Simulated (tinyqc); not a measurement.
Trap in a gate oxide as a short-range spherical well, step by step. Values are carried at full precision from step to step, so a last printed digit may differ when a step is redone from the rounded ones.

A spherical well of radius R and depth V0 below the conduction edge, one mass m, c = hbar^2/2m0. The s level at binding Et solves k cot(k R) = -kappa with k = sqrt(m (V0 - Et)/c), kappa = sqrt(m Et/c); it exists for V0 > Vc = c (pi/2R)^2/m. Outside, psi falls as exp(-kappa r)/r.

Constants: hbar^2/2m0 = 3.80998211 eV angstrom^2; fine-structure constant alpha = 0.007297352564; hc = 1239.841984 eV nm; kB = 8.617333262e-05 eV/K.

Parameters, chosen for this exercise (near those of HfO2 on Si; shifted at random, so the results belong to these values and not to a real crystal): R = 3.8 angstrom (radius of the well); V0 = 6.92 eV (depth of the well); m = 0.2 m0 (mass); n_r = 1.92 (refractive index); dEc = 1.55 eV (conduction offset to the channel); Fox = 1.4 MV/cm (oxide field, lowering levels away from the channel); t0 = 1.1 x 1e-11 s (time constant at the interface); T = 300 K (temperature); EF = -0.06 eV (Fermi level above the channel edge); x = 9 angstrom (depth of the trap).

## The bound level

Solve for Et; the share outside is [sin^2(kR)/(2 kappa)]/[sin^2(kR)/(2 kappa) + R/2 - sin(2kR)/(4k)].

Et = 1.4225 eV
k = 0.5372 1/angstrom
kappa = 0.2733 1/angstrom
share outside = 0.390
Vc = 3.255 eV

The well is 2.13 times the critical depth. Since dEt/dV0 equals the share inside, 0.61, a 1 % change of V0 moves Et by 3.0 %. The decay length is 3.7 angstrom, 1.0 times R.

## Peak of the photo-ionisation cross-section

Lucovsky model (delta well, plane-wave final states, no local-field factor): sigma = (32 pi alpha c/(3 n_r m Et)) (x - 1)^(3/2)/x^3, x = h nu/Et, c = hbar^2/2m0; 1 angstrom^2 = 1e-16 cm^2.

The maximum lies at x = 2. Give the photon energy, its wavelength and sigma there.

h nu = 2.845 eV
wavelength = 436 nm
sigma = 21.3 x 1e-18 cm^2

With 39 % of the state outside the well the delta-well form is only a rough model of this centre.

## Level, tunnelling time and occupation

Energies from the conduction edge of the channel. The trap level at depth x is E_T = dEc - Et - e Fox x (1 MV/cm = 0.01 eV/angstrom). An electron at the channel edge tunnels with the WKB exponent S = (4/3) sqrt(m/c) [dEc^(3/2) - (dEc - e Fox x)^(3/2)]/(e Fox), c = hbar^2/2m0; tau = t0 exp(S); the occupation is f = 1/(1 + exp((E_T - EF)/kB T)), tau_c = tau/f and tau_e = tau/(1 - f). Lattice relaxation is left out; a level below the channel edge needs phonons as well, so tau is then a lower bound, while a level above it can also empty elastically at its own energy, through a thinner barrier, faster than this tau.

Give E_T, S, tau and ln(tau_c/tau_e) = (E_T - EF)/kB T.

E_T = 0.002 eV
S = 5.029
tau = 1.68e-09 s
ln(tau_c/tau_e) = 2.4

The level lies within 3 kB T of EF, so the trap switches and shows as telegraph noise. A flat barrier would give S = 2 sqrt(m dEc/c) x = 5.13.

## Checks

- Et from the radial equation on a grid against the matching condition, eV: both 1.42.

tinyqc: `OMP_NUM_THREADS=1 python tinyqc.py 1280148 1280149 out.jsonl`; about 0.01 s, one thread, shared Intel(R) Xeon(R) Processor @ 2.30GHz.
